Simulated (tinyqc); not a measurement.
Leakage against temperature: trap-assisted generation and recombination current of an abrupt junction. Computed by tinyqc, a small Python program. Command: `OMP_NUM_THREADS=1 python tinyqc.py 3007815 3007816 out.jsonl junctionleak walk`. One thread of a shared host (Intel(R) Xeon(R) Processor @ 2.30GHz), about 0.01 s of CPU time with the checks.

Depletion approximation, flat quasi-Fermi levels across the depleted layer, long neutral regions with minority lifetimes tau_n and tau_p, full ionisation and Boltzmann statistics. Voltages in exponents stand for e V.

Inputs (values chosen for the exercise, with bands and screening modelled on GaAs):

| quantity | value | unit |
|---|---|---|
| gap E_g | 1.44 | eV |
| electron mass m_e | 0.0661 | m_0 |
| valleys M_c | 1 | - |
| hole mass m_h | 0.548 | m_0 |
| dielectric constant eps | 13.4 | - |
| acceptor density N_A | 1.5e+16 | cm^-3 |
| donor density N_D | 1.6e+18 | cm^-3 |
| capture time tau_n | 7e-05 | s |
| capture time tau_p | 4e-05 | s |
| trap level E_t - E_i | 0 | eV |
| electron diffusion coefficient D_n | 93 | cm^2/s |
| hole diffusion coefficient D_p | 4.4 | cm^2/s |
| reverse bias V_r | 5.2 | V |
| temperature T | 450 | K |

Field enhancement: none.

Constants: k_B = 8.617333262e-05 eV/K; m_0 = 9.1093837015e-31 kg; k_B = 1.380649e-23 J/K; h = 6.62607015e-34 J s; e = 1.602176634e-19 C; eps_0 = 8.8541878128e-12 F/m.

Method:
- N_c = 2 M_c (2 pi m_e k_B T/h^2)^(3/2) and N_v = 2 (2 pi m_h k_B T/h^2)^(3/2), masses in units of m_0.
- n_i = sqrt(N_c N_v) exp(-E_g/2 k_B T); V_bi = (k_B T/e) ln(N_A N_D/n_i^2); diffusion saturation current J_d0 = e n_i^2 [sqrt(D_n/tau_n)/N_A + sqrt(D_p/tau_p)/N_D].
- W = sqrt(2 eps eps_0 (V_bi - V)(1/N_A + 1/N_D)/e), x_p = W N_D/(N_A + N_D), x_n = W - x_p, peak field F_m = 2 (V_bi - V)/W; reverse bias means V = -V_r.
- Potential from the p edge: phi = (V_bi - V) x^2/(x_p W) on the p side and (V_bi - V)[1 - (W - x)^2/(x_n W)] on the n side; p = N_A exp(-phi/k_B T), n = n_i^2 exp(V/k_B T)/p; U = (n p - n_i^2)/[tau_p (n + n_i exp(dE/k_B T)) + tau_n (p + n_i exp(-dE/k_B T))], dE = E_t - E_i, n1 = n_i exp(dE/k_B T), p1 = n_i exp(-dE/k_B T); J_t = e int U dx by the trapezoid rule on 400 intervals on each side.
- The gap, capture times and diffusion coefficients are held fixed. J_g = -J_t at V = -V_r. The last column is -k_B d ln(J_g + J_d0)/d(1/T) from this row and the one above.

Reverse current:

| T (K) | generation (A/cm^2) | diffusion (A/cm^2) | activation energy (eV) |
|---|---|---|---|
| 360 | 1.7423e-11 | 6.4199e-16 | - |
| 400 | 2.0949e-10 | 9.1351e-14 | 0.7716 |
| 450 | 2.5727e-09 | 1.3492e-11 | 0.7795 |
| 500 | 1.9508e-08 | 7.5872e-10 | 0.7984 |
| 560 | 1.4055e-07 | 3.8271e-08 | 0.8756 |
| 630 | 8.9637e-07 | 1.5006e-06 | 1.1273 |
| 720 | 5.9044e-06 | 6.1684e-05 | 1.4503 |

What follows from these numbers?

The activation energy goes from 0.772 to 1.450 eV. Generation alone gives about E_g/2 + dE if tau_p exp(dE/k_B T) exceeds tau_n exp(-dE/k_B T), else E_g/2 - dE, here 0.720 eV, plus 1.5 k_B T and diffusion E_g = 1.44 eV plus 3 k_B T; diffusion takes over by 630 K.

Extremes, crossings and ranges named in words are read from the listed rows.
